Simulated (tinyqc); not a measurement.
Inside a calculation. Method: coherent transport through a tight-binding region between two chains. One step of it, computed by the program tinyqc.

Task: Transmission at E = -0.17 eV. Surface Green function g = (E - i sqrt(4 t^2 - E^2)) / (2 t^2); self-energy tc^2 g on each contact site; G = (E - H - Sigma)^(-1); Gamma = -2 Im Sigma; T = Gamma_L Gamma_R |G_LR|^2; local density of states -Im G_ii / pi.

H of the central region (eV):
```
           1          2
1   0.900000  -2.020000
2  -2.020000   0.610000
```

Leads: semi-infinite chains with site energy 0:
```
parameter                           value
lead hopping t (eV)              2.900000
coupling to the left lead (eV)   0.420000
coupling to the right lead (eV)  1.340000
left contact site                       1
right contact site                      2
```

E = -0.170000 eV

Give: g; G; local density of states; transmission.

Result:

g = -0.010-0.345i 1/eV

G (1/eV):
```
              1             2
1  0.182-0.226i  0.585-0.125i
2  0.585-0.125i  0.305-0.084i
```

local density of states (1/eV): 0.072  0.027

transmission = 0.054
